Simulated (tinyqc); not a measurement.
## Radius, Mott density and mass from the binding energy

Inverse problem. A donor has the isolated binding energy E0 = cc Ry, Ry = (m0 q^3/(8 eps0^2 h^2)) me/eps_r^2 in eV, radius a = q/(8 pi eps0 eps_r E0) and Mott density (0.26/a)^3. Find a, the Mott density and me.

Parameters, values chosen for the exercise:
- eps_r = 11.6 (relative permittivity)
- cc = 1.2 (ratio of the true binding energy to the hydrogenic one)

Constants: q = 1.602176634e-19 C, eps0 = 8.8541878128e-12 F/m, h = 6.62607015e-34 J s, m0 = 9.1093837015e-31 kg. Results are converted to the units shown.

E0 = 31.911094 meV

Answer. Each follows directly from E0.

a = 1.95 nm
Mott density = 2.39e18 cm^-3
me = 0.263 m0

Numbers from tinyqc (`OMP_NUM_THREADS=1 python tinyqc.py 2330027 2330028 out.jsonl`; about 0.01 s on one thread of a shared Intel Xeon 2.30GHz).
